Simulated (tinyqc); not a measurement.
Same peak temperature, different pulse lengths: millisecond and nanosecond annealing: surface heating, thermal budget and solid-phase regrowth. Computed by tinyqc, a small Python program. Command: `OMP_NUM_THREADS=1 python tinyqc.py 3018499 3018500 out.jsonl flash walk`. One thread of a shared host (Intel(R) Xeon(R) Processor @ 2.30GHz), about 0.02 s of CPU time with the checks.

A square pulse heats the surface of a thick wafer with constant thermal properties; losses by radiation are neglected and silicon melts at 1414 C.

Inputs (values chosen for the exercise, modelled on hot silicon with phosphorus):

| quantity | value | unit |
|---|---|---|
| incident fluence | 15.8 | J/cm^2 |
| pulse length t_p | 0.0003 | s |
| reflectance R | 0.39 | - |
| thermal conductivity k | 0.27 | W/(cm K) |
| heat capacity per volume c | 2.25 | J/(cm^3 K) |
| preheat temperature T0 | 500 | C |
| dopant prefactor D0 | 4.33 | cm^2/s |
| dopant activation energy E | 3.65 | eV |
| regrowth prefactor v0 | 4.1e+08 | cm/s |
| regrowth energy E_v | 2.71 | eV |
| amorphous layer | 7 | nm |

Source: scanned laser.

Constants: k_B = 8.617333262e-05 eV/K.

Method:
- Absorbed flux q = (1 - R) fluence/t_p; kappa = k/c. With f(z, t) = (2 q/k) sqrt(kappa t) ierfc(z/(2 sqrt(kappa t))), ierfc(x) = exp(-x^2)/sqrt(pi) - x erfc(x): T = T0 + f(z, t) during the pulse and T0 + f(z, t) - f(z, t - t_p) after it.
- At the surface the rise at the end of the pulse is 2 q sqrt(t_p/(pi k c)); the fluence that just melts the surface scales with (1414 - T0).
- Temperatures in kelvin are T(C) + 273.15.
- Integrate exp(-E/(k_B T(t))) at the surface from 0 to 10 t_p (Gauss-Legendre, 60 points in sqrt(t) up to t_p and 60 in sqrt(t - t_p) after it). (Dt) = D0 x integral with E; regrowth = v0 x integral with E_v; effective time = integral/exp(-E/(k_B T_peak)).
- For each t_p the flux is set so that the peak temperature stays the same: q sqrt(t_p) is fixed.

absorbed flux q = 32126.7 W/cm^2

kappa = 0.12 cm^2/s

Pulses:

| t_p (s) | fluence (J/cm^2) | q (W/cm^2) | thermal length (um) | 2 sqrt(Dt) (nm) | regrowth (nm) |
|---|---|---|---|---|---|
| 1.00e-07 | 2.8847e-01 | 1.7597e+06 | 1.0954e+00 | 7.3130e-03 | 1.6949e-01 |
| 1.00e-06 | 9.1221e-01 | 5.5645e+05 | 3.4641e+00 | 2.3126e-02 | 1.6949e+00 |
| 1.00e-05 | 2.8847e+00 | 1.7597e+05 | 1.0954e+01 | 7.3130e-02 | 1.6949e+01 |
| 1.00e-04 | 9.1221e+00 | 5.5645e+04 | 3.4641e+01 | 2.3126e-01 | 1.6949e+02 |
| 3.00e-04 | 1.5800e+01 | 3.2127e+04 | 6.0000e+01 | 4.0055e-01 | 5.0846e+02 |
| 1.00e-03 | 2.8847e+01 | 1.7597e+04 | 1.0954e+02 | 7.3130e-01 | 1.6949e+03 |
| 3.00e-03 | 4.9964e+01 | 1.0159e+04 | 1.8974e+02 | 1.2667e+00 | 5.0846e+03 |
| 1.00e-02 | 9.1221e+01 | 5.5645e+03 | 3.4641e+02 | 2.3126e+00 | 1.6949e+04 |

What does the comparison show, and why?

Fluence and diffusion length grow as sqrt(t_p), regrowth as t_p. The layer of 7 nm regrows from t_p = 1e-05 s on among these rows, at a diffusion length of 0.073 nm. Caution: amorphous silicon melts some 200 to 250 K below the crystal, which matters for the short pulses that reach the peak before regrowth. Caution: the shortest pulses need a source absorbed within their thermal length, and the longest also heat the back of the wafer, which the thick-wafer formula leaves out.

Extremes, crossings and ranges named in words are read from the listed rows.
